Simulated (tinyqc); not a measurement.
## Strained L valleys, repopulation and conductivity mass: effect of the temperature

A cubic crystal with four conduction valleys along the <111> axes under uniaxial stress X along [110] (X > 0 is tension); current along [110]. Non-degenerate electrons, fixed total density, one relaxation time for all valleys and stresses, masses unchanged by strain, so the mobility goes as the mean inverse mass.

Stress s_ij = X a_i a_j with a the unit vector along [110]; strain e_ii = s11 s_ii + s12 (s_jj + s_kk), e_ij = s44 s_ij/2. Valley shift dE = Xu (n.e.n - trace(e)/3) with n the valley axis; share f proportional to exp(-dE/Vt). Inverse mass along the current d = [110]: (n.d)^2/ml + (1 - (n.d)^2)/mt; mu/mu0 = sum f (1/m) over the plain mean of 1/m. pi is the small-stress slope -d(mu/mu0)/dX; each row is against the unstrained crystal at the same T.

Inputs (values chosen for the exercise); values close to those of germanium:
- s11 = 9.94 1/TPa (compliance)
- s12 = -2.68 1/TPa (compliance)
- s44 = 15 1/TPa (compliance)
- Xu = 15.9 eV (shear deformation potential)
- ml = 1.59 m0 (longitudinal mass)
- mt = 0.0834 m0 (transverse mass)
- X = -980 MPa (uniaxial stress (tension positive))

Constants: q = 1.602176634e-19 C, kB = 1.380649e-23 J/K, Vt = kB T/q. Results are converted to the units shown.

Result of one run:
```
T (K)	splitting/Vt	mu/mu0	pi (1e-11 1/Pa)
380	2.3792	0.61661	-56.041
```

What becomes of these results when the temperature T is changed from 380 to 120 K, all else the same?

Result of the changed run:
```
T (K)	splitting/Vt	mu/mu0	pi (1e-11 1/Pa)
120	7.5342	0.53883	-177.46
```

The whole series:
```
T (K)	splitting/Vt	mu/mu0	pi (1e-11 1/Pa)
77	11.742	0.53834	-276.57
120	7.5342	0.53883	-177.46
180	5.0228	0.54438	-118.31
240	3.7671	0.55920	-88.732
300	3.0137	0.58156	-70.986
380	2.3792	0.61661	-56.041
460	1.9655	0.65179	-46.295
```

The ratio mu/mu0 rises from 0.538 to 0.652, and pi goes as 1/T, from -277 to -46.3.

tinyqc, about 0.01 s, one thread, Intel Xeon 2.30GHz (shared host): `OMP_NUM_THREADS=1 python tinyqc.py 2530117 2530118 out.jsonl`
